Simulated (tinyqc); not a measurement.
p-n diode with diffusion and depletion-layer recombination: one step of the calculation.

Abrupt junction in the depletion approximation, low injection, full ionisation, neutral widths fixed, ohmic contact on the p side. Vj is the junction voltage; where a series resistance Rs is given, V = Vj + J Rs is the terminal voltage.

Question. Diffusion lengths and saturation currents. ni = sqrt(Nc Nv) exp(-Eg/(2 Vt)), Eg in volts; D = mu Vt; Ln = sqrt(Dn tn), Lp = sqrt(Dp tp); J0n = q ni^2 Dn coth(wp/Ln)/(Ln Na); J0p = (q ni^2 Dp/(Lp Nd)) (s + tanh(wn/Lp))/(1 + s tanh(wn/Lp)), s = Sp Lp/Dp.

Parameters, values chosen for the exercise; band and dielectric values close to those of silicon:
```
symbol,value,unit,meaning
T,450,K,temperature
Eg,1.14,eV,band gap
Nc,5.09e19,cm^-3,conduction-band density of states at T
Nv,4.83e19,cm^-3,valence-band density of states at T
Na,2.7e18,cm^-3,acceptor density
Nd,7.8e17,cm^-3,donor density
mun,200,cm^2/(V s),electron mobility in the p side
mup,140,cm^2/(V s),hole mobility in the n side
tn,5e-9,s,electron lifetime
tp,3e-7,s,hole lifetime
wp,14,um,neutral width of the p side
wn,11,um,neutral width of the n side
Sp,1e7,cm/s,recombination velocity at the n contact
```

Constants: q = 1.602176634e-19 C, kB = 1.380649e-23 J/K, Vt = kB T/q. Results are converted to the units shown.

Wanted: ni; Ln; Lp; J0n; J0p.

Answer.

ni = 2.0493e13 cm^-3
Ln = 1.9692 um
Lp = 12.762 um
J0n = 9.8151e-7 A/cm^2
J0p = 5.2615e-7 A/cm^2

wp/Ln = 7.1 and wn/Lp = 0.86; electrons carry 65.1 % of the diffusion current.

tinyqc, about 0.01 s, one thread, Intel Xeon 2.30GHz (shared host): `OMP_NUM_THREADS=1 python tinyqc.py 2260025 2260026 out.jsonl`
